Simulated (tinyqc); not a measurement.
Coherent potential approximation for a binary alloy with a semi-elliptic band: sweeps and comparisons. A value that a table varies takes the place of the one given here.

Site levels eA = -x d (share 1 - x) and eB = (1 - x) d (share x), so that their mean, the virtual crystal, is 0. Pure band: G0(z) = 2 (z - sqrt(z - W) sqrt(z + W))/W^2 with principal roots, density -Im G/pi per site. The medium has a self-energy S(z), G = G0(z - S), z = E + i eta. t_i = (e_i - S)/(1 - (e_i - S) G); the CPA demands <t> = (1 - x) tA + x tB = 0. Iteration: start at S = 0, set S(new) = S + <t>/(1 + <t> G), stop when |<t>| < 1e-9 eV.

Values chosen for the exercise: W = 3.9 eV (half width of the pure band); x = 0.08 (fraction of B); d = 2.51 eV (eB - eA); eta = 0.078 eV (broadening); E1 = -4.1 eV (first energy); dE = 0.74 eV (step); E = 1.76 eV (energy).

## Virtual crystal, CPA and unmixed bands

Fifteen energies E1 + j dE. Virtual crystal: G0(z). Unmixed: (1 - x) G0(z - eA) + x G0(z - eB), the limit of large separate grains.

Densities (1/eV) and self-energy (eV):

| E (eV) | virtual crystal | CPA | unmixed | Re S | Im S |
|---|---|---|---|---|---|
| -4.10 | 0.0071 | 0.0110 | 0.0185 | -0.0988 | -0.0044 |
| -3.36 | 0.0799 | 0.0860 | 0.0853 | -0.1095 | -0.0308 |
| -2.62 | 0.1177 | 0.1199 | 0.1150 | -0.1111 | -0.0476 |
| -1.88 | 0.1398 | 0.1398 | 0.1330 | -0.1127 | -0.0627 |
| -1.14 | 0.1529 | 0.1511 | 0.1486 | -0.1147 | -0.0783 |
| -0.40 | 0.1591 | 0.1557 | 0.1561 | -0.1172 | -0.0957 |
| 0.34 | 0.1594 | 0.1542 | 0.1568 | -0.1207 | -0.1166 |
| 1.08 | 0.1536 | 0.1463 | 0.1510 | -0.1259 | -0.1440 |
| 1.82 | 0.1412 | 0.1308 | 0.1382 | -0.1343 | -0.1852 |
| 2.56 | 0.1200 | 0.1047 | 0.1159 | -0.1482 | -0.2666 |
| 3.30 | 0.0839 | 0.0711 | 0.0759 | -0.0273 | -0.4982 |
| 4.04 | 0.0088 | 0.0504 | 0.0160 | 0.3380 | -0.3859 |
| 4.78 | 0.0024 | 0.0044 | 0.0117 | 0.2993 | -0.0255 |
| 5.52 | 0.0013 | 0.0016 | 0.0083 | 0.1804 | -0.0069 |
| 6.26 | 0.0009 | 0.0010 | 0.0019 | 0.1343 | -0.0035 |

d/W = 0.64. CPA and virtual crystal differ by at most 0.042 1/eV, at 4.04 eV, against a peak of 0.163 for the pure band. |Im S| is largest at 3.30 eV (Im S = -0.498 eV); where the density is near zero this is no damping of states. On these rows the CPA density keeps one maximum: the bands are amalgamated.

## Bowing of the band edge from disorder

For eta = 0 the CPA reads G = (1 - x)/(y - eA) + x/(y - eB) with y = E - W^2 G/4; the lower edge is the maximum of E(y) = y + W^2 G(y)/4 for y < eA. The virtual crystal puts it at -W. Second order: -W - 2 x (1 - x) d^2/W, from S = x (1 - x) d^2 G0(-W), G0(-W) = -2/W.

Lower edge (eV):

| x | edge | edge + W | second order | (edge + W)/(x (1 - x)) |
|---|---|---|---|---|
| 0.05 | -3.9698 | -0.0698 | -0.1535 | -1.4697 |
| 0.10 | -4.0379 | -0.1379 | -0.2908 | -1.5322 |
| 0.25 | -4.2302 | -0.3302 | -0.6058 | -1.7609 |
| 0.40 | -4.3999 | -0.4999 | -0.7754 | -2.0828 |
| 0.50 | -4.4961 | -0.5961 | -0.8077 | -2.3843 |
| 0.60 | -4.5737 | -0.6737 | -0.7754 | -2.8070 |
| 0.75 | -4.6367 | -0.7367 | -0.6058 | -3.9290 |
| 0.90 | -4.5658 | -0.6658 | -0.2908 | -7.3974 |
| 0.95 | -4.4607 | -0.5607 | -0.1535 | -11.8033 |

second-order coefficient = -3.2308 eV

Disorder pushes the edge below the virtual crystal, most at x = 0.75 (-737 meV). The coefficient runs from -1.470 at x = 0.05 to -11.803 eV at 0.95, against -3.231 in second order, which is only a guide at d/W = 0.64: it depends strongly on x and is largest in size where the low-lying A atoms are dilute and act as attractive impurities. For d above W/2 they bind a level, and the ratio then measures that level rather than bowing.

## When the band splits

x as given, d varied, eta as given. The density is taken at E = (eA + eB)/2 and at E = eA + eB = (1 - 2x) d, where S has its pole for well split bands; a gap shows as a density of the size of the broadening tail.

Between the two levels:

| d/W | d (eV) | density at the midpoint (1/eV) | density at (1 - 2x) d (1/eV) | Im S at the midpoint (eV) |
|---|---|---|---|---|
| 0.2 | 0.78 | 0.1585 | 0.1567 | -0.021 |
| 0.4 | 1.56 | 0.1544 | 0.1465 | -0.074 |
| 0.6 | 2.34 | 0.1482 | 0.1278 | -0.132 |
| 0.8 | 3.12 | 0.1403 | 0.0956 | -0.176 |
| 1.0 | 3.90 | 0.1303 | 0.0237 | -0.201 |
| 1.2 | 4.68 | 0.1178 | 0.0074 | -0.208 |
| 1.5 | 5.85 | 0.0918 | 0.0093 | -0.185 |
| 2.0 | 7.80 | 0.0069 | 0.0099 | -0.035 |

The midpoint density falls from 0.159 to 0.0069 1/eV; it first drops below a tenth of the pure peak (0.016) at d/W = 2. At (1 - 2x) d the density drops below that mark at d/W = 1.2, so the bands have parted by then (this mark lags the true splitting), and is least, 0.0074, at d/W = 1.2; it rises again beyond, as for small x that energy nears the band of the B atoms. For x = 1/2 the two coincide and the band splits at d = W exactly; here x = 0.08. The size of Im Sigma at the midpoint is largest at d/W = 1.2. It is a lifetime only where the density there is finite; for well separated bands, d/W above 1/(2 sqrt(x (1 - x))), S has a pole in the gap at (1 - 2x) d.

## What each parameter does

Converged values at E. Each row changes one parameter from the base and keeps the others.

Results:

| case | Re S (eV) | Im S (eV) | density (1/eV) |
|---|---|---|---|
| base | -0.1334 | -0.1810 | 0.1324 |
| W = 4.29 eV | -0.1121 | -0.1730 | 0.1252 |
| x = 0.13 | -0.2009 | -0.3297 | 0.1254 |
| d = 2.761 eV | -0.1692 | -0.1923 | 0.1311 |
| eta = 0.156 eV | -0.1281 | -0.1819 | 0.1296 |
| E = 2.15 eV | -0.1398 | -0.2130 | 0.1208 |

The largest shifts from the base row, up to three for each result and ties (the steps differ in size, so this ranks the rows, not the parameters). Re S (eV): x -0.0675, d -0.0357, W +0.0213. Im S (eV): x -0.1487, E -0.0320, d -0.0112. density (1/eV): E -0.0116, W -0.0072, x -0.0070.

Computed by tinyqc, a small Python program: `OMP_NUM_THREADS=1 python tinyqc.py 1480468 1480469 out.jsonl` (the numbers bound the seed that draws the inputs); one thread of a shared host (Intel(R) Xeon(R) Processor @ 2.30GHz), about 0.01 s for the whole set of steps.
